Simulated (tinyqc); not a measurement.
# Dose and depth of a threshold implant

Problem. A sheet of D acceptors per cm^2 lies at depth xi inside the depleted layer of a body doped Na. In the depletion approximation VT = Vfb + f2 + q D/Cox + gamma sqrt(f2 + Vsb - q D xi/(eps0 eps_r)), gamma = sqrt(2 eps0 eps_r q Na)/Cox, Cox = eps0 eox/tox. Find gamma, D and xi.

Inputs (values chosen for the exercise); band and dielectric values close to those of silicon:
```
symbol,value,unit,meaning
eps_r,11.5,,relative permittivity
Na,8.3e15,cm^-3,acceptor density deep in the body
eox,9.01,,relative permittivity of the gate insulator (close to aluminium oxide)
tox,8.8,nm,insulator thickness
Vfb,-0.47,V,flat-band voltage
f2,0.803,V,band bending 2 phiF at threshold
```

Constants: q = 1.602176634e-19 C, eps0 = 8.8541878128e-14 F/cm where lengths are in cm. Results are converted to the units shown.

VT against the source at Vsb = 0 and 1.8 V (V): 0.58646601  0.63251130

Answer. With y^2 = f2 - q D xi/(eps0 eps_r) and d the difference of the thresholds over gamma, sqrt(y^2 + Vsb) - y = d gives y = (Vsb - d^2)/(2 d). The first threshold then gives D, and y^2 gives xi.

gamma = 0.0574 V^0.5
D = 1.20e12 cm^-2
xi = 15.0 nm

Computed by the program tinyqc: `OMP_NUM_THREADS=1 python tinyqc.py 2080145 2080146 out.jsonl`, one thread of a shared Intel Xeon 2.30GHz, about 0.4 s for the whole run.
